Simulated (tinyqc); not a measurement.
# AlGaN/GaN HEMT with access regions, lumped model: effects of single changes

A polarisation-induced electron sheet under a Schottky gate, in series with two ungated access regions and contacts. Drift law v = mu E/(1 + mu E/vs) under the gate. Currents in mA/mm, resistances in ohm mm. No self-heating, no channel-length modulation; fits for polarisation, barrier and offset are chosen for the exercise.

Values chosen for this exercise; values close to those of AlGaN/GaN structures: aluminium share of the barrier x = 0.28; barrier thickness d = 18 nm; relative permittivity of barrier and channel eps_r = 9.1; channel mobility mu = 1600 cm^2/(V s); saturation velocity vs = 1.5e7 cm/s; gate length Lg = 1 um; source access length Ls = 2 um; drain access length Ld = 1.5 um; resistance of each contact Rc = 0.17 ohm mm; share of the drain-access electrons removed by traps ft = 0.11; gate voltage Vg = 1 V; critical field Ec = 2.8 MV/cm; depth over which the depleted charge spreads te = 0.26 um; insulator under the field plate tf = 300 nm; relative permittivity of that insulator ei = 7.

Constants: q = 1.602176634e-19 C, eps0 = 8.8541878128e-14 F/cm where lengths are in cm. Results are converted to the units shown.

Each table varies one quantity; the others keep the values above.

## Field plate: effect of the aluminium share of the barrier

sigma = (5e13 x + 1.6e13 x^2) cm^-2, phiB = 0.84 + 1.3 x, dEc = 0.7 (1.71 x + x^2) in volts, Cb = eps0 eps_r/d, VT = phiB - dEc - q sigma/Cb, access density n0 = -Cb VT/q. Off state: a depleted stretch that holds the voltage V has the peak field sqrt(k V), k = 2 q n0/(eps0 eps_r te), so one edge holds V1 = Ec^2/k. The sheet under the plate pinches off at Vf = q n0 (1/Cb + tf/(eps0 ei)); beyond it the gate edge is screened. BV = V1 if Vf >= V1, else Vf + V1, and at most Ec Ld.

The same in every row: Ec Ld (V) = 420.00.

Field plate: effect of the aluminium share of the barrier:

| x | Vf (V) | V1 (V) | BV (V) |
|---|---|---|---|
| 0.14 | 40.279 | 103.24 | 143.52 |
| 0.18 | 58.276 | 71.355 | 129.63 |
| 0.22 | 76.740 | 54.187 | 54.187 |
| 0.26 | 95.669 | 43.466 | 43.466 |
| 0.3 | 115.07 | 36.139 | 36.139 |
| 0.34 | 134.93 | 30.819 | 30.819 |
| 0.38 | 155.25 | 26.784 | 26.784 |

BV falls from 144 to 26.8 V. The plate helps (Vf < V1) in 2 of the 7 rows, and the access length caps BV in 0. More sheet charge lowers Ron but steepens the field, so V1 falls.

## Effect of the barrier thickness

Access resistance R(L, n) = L/(q mu n sqrt(1 - (I/(q n vs))^2)); Rs = Rc + R(Ls, n0), Rd = Rc + R(Ld, (1 - ft) n0). Vg' = Vg - I Rs, Vd' = Vd - I (Rs + Rd); with u = Vg' - VT, Vc = vs Lg/mu and w the smaller of Vd' and Vc [sqrt(1 + 2 u/Vc) - 1] (0 if negative), the channel gives (mu Cb/Lg)(u w - w^2/2)/(1 + w/Vc). I equals that channel current. Isat is I at Vd = 10 V, gm = dIsat/dVg, Ron the limit of Vd/I at small Vd.

Effect of the barrier thickness:

| d (nm) | VT (V) | n0 (cm^-2) | Ron (ohm mm) | Isat (mA/mm) | gm (mS/mm) |
|---|---|---|---|---|---|
| 8 | -1.613 | 1.014e13 | 1.996 | 925.9 | 419.6 |
| 11 | -2.523 | 1.153e13 | 1.829 | 1160 | 386.2 |
| 14 | -3.433 | 1.233e13 | 1.751 | 1339 | 350.1 |
| 18 | -4.646 | 1.298e13 | 1.695 | 1525 | 308.5 |
| 22 | -5.859 | 1.339e13 | 1.662 | 1673 | 274.8 |
| 27 | -7.376 | 1.374e13 | 1.636 | 1820 | 241.5 |
| 33 | -9.196 | 1.401e13 | 1.617 | 1960 | 210.8 |

What does the comparison show?

As d goes from 8 to 33 nm, Ron falls from 2.00 to 1.62 ohm mm, Isat rises from 926 to 1960 mA/mm and gm falls from 420 to 211 mS/mm. VT falls from -1.61 to -9.20 V. In every row the power passes 5 W/mm, where self-heating, left out here, lowers the current.

## Effect of the source access length

Same model as above.

The same in every row: VT (V) = -4.646; n0 (cm^-2) = 1.298e13.

Effect of the source access length:

| Ls (um) | Ron (ohm mm) | Isat (mA/mm) | gm (mS/mm) |
|---|---|---|---|
| 0.1 | 1.124 | 1951 | 430.9 |
| 0.3 | 1.184 | 1889 | 408.8 |
| 0.6 | 1.274 | 1808 | 382.6 |
| 1 | 1.394 | 1713 | 355.5 |
| 1.5 | 1.545 | 1612 | 329.4 |
| 2.5 | 1.845 | 1449 | 291.1 |
| 4 | 2.296 | 1266 | 251.5 |

As Ls goes from 0.1 to 4 um, Ron rises from 1.12 to 2.30 ohm mm, Isat falls from 1950 to 1270 mA/mm and gm falls from 431 to 251 mS/mm. The ceiling Cb vs is 671 mS/mm. In every row the power passes 5 W/mm, where self-heating, left out here, lowers the current.

Numbers from tinyqc (`OMP_NUM_THREADS=1 python tinyqc.py 2570070 2570071 out.jsonl`; about 0.01 s on one thread of a shared Intel Xeon 2.30GHz).
